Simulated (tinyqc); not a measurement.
What moves the results: Kane-Mele model of a buckled honeycomb layer in a normal field. A value that a table varies takes the place of the one given here.

Sublattices A and B lie at +/-b, so the field gives them the energies +/-D, D = e b Ez (in eV for b in angstrom and Ez in V/angstrom); 2 lam is the gap at zero field. Near the valleys tau = +/-1, for spin sz = +/-1: H = hbar v (tau qx sx + qy sy) + m sz_AB with m = D - tau sz lam, hbar v = (sqrt3/2) a t. On the lattice the spin-orbit term is the second-neighbour hopping i (lam/3 sqrt3) nu sz, nu = +/-1 by the sense of the turn. The filled band of one cone contributes tau sign(m)/2 to the Chern number, in the sense Omega = curl of i<u|grad u>. Rashba terms are left out.

Zigzag ribbon of N chains, sites A1, B1, A2, ...; k in 1/a. Bonds -2t cos(k/2) (A_n to B_n) and -t (B_n to A_(n+1)); diagonal +/-(D + 2 l2 sz sin k) on A and B; A_n to A_(n+1): -2 l2 sz sin(k/2), B_n to B_(n+1): the opposite; l2 = lam/(3 sqrt3).

Constants: kB = 8.617333262e-05 eV/K; hbar^2/2m0 = 3.80998211 eV angstrom^2.

Parameters, chosen for this exercise (of the size used for silicene; not measured data): a = 3.83 angstrom (lattice constant); t = 1.69 eV (hopping); lam = 0.0045 eV (spin-orbit half gap); b = 0.22 angstrom (half the buckling height); Ez = 0.029 V/angstrom (normal field at the atoms, after screening; 0.01 is 1 MV/cm, and gates reach some 0.05); N = 20 (chains).

## Edge bands of a zigzag ribbon

The two middle levels for each spin, and the weight of the upper one on the half of the ribbon that holds A1.

Middle levels (meV):

| k/pi | up, lower | up, upper | up, weight | down, lower | down, upper | down, weight |
|---|---|---|---|---|---|---|
| 0.6 | -371.248 | 371.248 | 0.50 | -371.097 | 371.097 | 0.50 |
| 0.7 | -47.158 | 47.158 | 0.59 | -46.016 | 46.016 | 0.52 |
| 0.8 | -9.434 | 9.434 | 1.00 | -3.326 | 3.326 | 1.00 |
| 0.9 | -7.986 | 7.986 | 1.00 | -4.774 | 4.774 | 1.00 |
| 1.0 | -6.380 | 6.380 | 1.00 | -6.380 | 6.380 | 1.00 |
| 1.1 | -4.774 | 4.774 | 1.00 | -7.986 | 7.986 | 1.00 |
| 1.2 | -3.326 | 3.326 | 1.00 | -9.434 | 9.434 | 1.00 |
| 1.3 | -46.016 | 46.016 | 0.52 | -47.158 | 47.158 | 0.59 |
| 1.4 | -371.097 | 371.097 | 0.50 | -371.248 | 371.248 | 0.50 |

From k/pi = 0.8 to 1.2 the upper level stays on one edge and the spacing of the pair is at least 6.65 meV. D > lam, so the edge bands need not cross: each leaves and rejoins the same bulk band. At k = pi the levels are -6.380 and 6.380 meV, with D = 6.380 meV and lam = 4.5 meV.

## Closing and reopening the gap

Ez = f lam/b. Gap 2 |D - lam|, second gap 2 (D + lam), Z2 index, and the temperature at which kB T equals the gap.

Against field:

| f | Ez (V/angstrom) | gap (meV) | second gap (meV) | Z2 | gap/kB (K) |
|---|---|---|---|---|---|
| 0.00 | 0 | 9.000 | 9.000 | 1 | 104.4 |
| 0.25 | 0.00511 | 6.750 | 11.250 | 1 | 78.3 |
| 0.50 | 0.0102 | 4.500 | 13.500 | 1 | 52.2 |
| 0.75 | 0.0153 | 2.250 | 15.750 | 1 | 26.1 |
| 0.90 | 0.0184 | 0.900 | 17.100 | 1 | 10.4 |
| 1.10 | 0.0225 | 0.900 | 18.900 | 0 | 10.4 |
| 1.50 | 0.0307 | 4.500 | 22.500 | 0 | 52.2 |
| 2.00 | 0.0409 | 9.000 | 27.000 | 0 | 104.4 |
| 3.00 | 0.0614 | 18.000 | 36.000 | 0 | 208.9 |

The gap closes at Ez = 0.02045 V/angstrom, 2.05 MV/cm at the atoms (the applied field must be larger by the screening), and is back at its zero-field size at twice that. At zero field it is 9.0 meV, below kB T at 300 K (25.9 meV).

## What each parameter does

Smaller and larger gap, hbar v, and the mass 2c|m|/(hbar v)^2 at the smaller gap, c = hbar^2/2m0. Each row changes one parameter from the base and keeps the others.

Results:

| case | smaller gap (meV) | larger gap (meV) | hbar v (eV angstrom) | mass (m0) |
|---|---|---|---|---|
| base | 3.760 | 21.760 | 5.6055 | 0.00046 |
| a = 4.213 angstrom | 3.760 | 21.760 | 6.1661 | 0.00038 |
| t = 1.859 eV | 3.760 | 21.760 | 6.1661 | 0.00038 |
| lam = 0.00495 eV | 2.860 | 22.660 | 5.6055 | 0.00035 |
| Ez = 0.0319 V/angstrom | 5.036 | 23.036 | 5.6055 | 0.00061 |

The largest shifts from the base row, up to three for each result and ties (the steps differ in size, so this ranks the rows, not the parameters). smaller gap (meV): Ez +1.276, lam -0.900; unchanged at the printed digits by a and t. larger gap (meV): Ez +1.276, lam +0.900; unchanged at the printed digits by a and t. hbar v (eV angstrom): a +0.5606, t +0.5606; unchanged at the printed digits by lam and Ez. mass (m0): Ez +0.00015, lam -0.00011, a -0.00008, t -0.00008.

tinyqc: `OMP_NUM_THREADS=1 python tinyqc.py 1481499 1481500 out.jsonl`; about 0.01 s, one thread, shared Intel(R) Xeon(R) Processor @ 2.30GHz.
